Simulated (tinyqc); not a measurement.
Floating body of a partially depleted SOI transistor: body voltage and kink: two steps of the calculation.

Source at 0 V. Channel current Ic = 2 nf K Vt^2 [F(0) - F(Vd)](1 + la Vd), F(V) = ln^2(1 + exp((Vg - VT - nf V)/(2 nf Vt))), VT = VT0 - gb Vb. Saturation voltage Vs = 2 Vt sqrt(F(0)) + 3 Vt, excess Ve = (Vd - Vs + sqrt((Vd - Vs)^2 + 0.0004 V^2))/2, multiplication M1 = Ai Ve exp(-Bl/Ve). Each junction passes D(v) = J1 (exp(v/Vt) - 1) + J2 (exp(v/(2 Vt)) - 1). Bipolar current Ib = bb J1 (exp(Vb/Vt) - 1). The body settles where M1 (Ic + Ib) = D(Vb) + D(Vb - Vd) + Vb/Rb; drain current Id = (1 + M1)(Ic + Ib) - D(Vb - Vd).

Inputs (values chosen for the exercise); values of the order met in partially depleted silicon-on-insulator transistors: temperature T = 300 K; threshold at zero body voltage VT0 = 0.55 V; fall of the threshold per volt of body voltage gb = 0.14; slope factor nf = 1.45; gain factor per width K = 220 uA/(V^2 um); channel-length modulation factor la = 0.04 1/V; impact-ionisation prefactor Ai = 3.89 1/V; impact-ionisation voltage Bl = 7.9 V; diffusion saturation current of each junction J1 = 3.1e-12 uA/um; recombination saturation current of each junction J2 = 1e-8 uA/um; gain of the lateral bipolar transistor on the diffusion current bb = 1; resistance of a weak body tie to the source (1e9 stands for no tie, and the term is then dropped) Rb = 4e5 kohm um; gate voltage Vg = 0.9 V; drain voltage Vd = 1.8 V.

Constants: q = 1.602176634e-19 C, kB = 1.380649e-23 J/K, Vt = kB T/q. Results are converted to the units shown.

Problem 1. New Vb. Current into the body I_in = M1 (Ic + Ib) - D(Vb - Vd), current out I_out = D(Vb) + Vb/Rb; f = ln(I_in/I_out), s = df/dVb by central differences over 1e-5 V, Vb(new) = Vb - f/s.

Vb at the start = 0.76 V

Wanted: Ic; Ve; M1; I_in; I_out; f; s; Vb after iteration 1.

Solution 1.

Ic = 16.953 uA/um
Ve = 1.4076 V
M1 = 0.020002
I_in = 0.70207 uA/um
I_out = 18.173 uA/um
f = -3.2537
s = -18.810 1/V
Vb after iteration 1 = 0.58703 V

Problem 2. Drain current with floating and with grounded body. Id and VT at the converged Vb, Id at Vb = 0, their ratio, and the bipolar share Ib/(Ic + Ib).

converged Vb = 0.65681206 V

Find: VT; Id, floating; Id, grounded; ratio; bipolar share.

Solution 2.

VT = 0.4580 V
Id, floating = 16.57 uA/um
Id, grounded = 10.28 uA/um
ratio = 1.612
bipolar share = 2.065 %

The body rises to 0.657 V and lowers the threshold by 92.0 mV.

Range of the model: The multiplication law is an empirical form chosen for the exercise; self-heating and capacitive coupling to the body are left out, and the linear laws are rough once Vb passes about 0.7 V or M1 about 0.1.

tinyqc, about 0.2 s, one thread, Intel Xeon 2.30GHz (shared host): `OMP_NUM_THREADS=1 python tinyqc.py 2182177 2182178 out.jsonl`
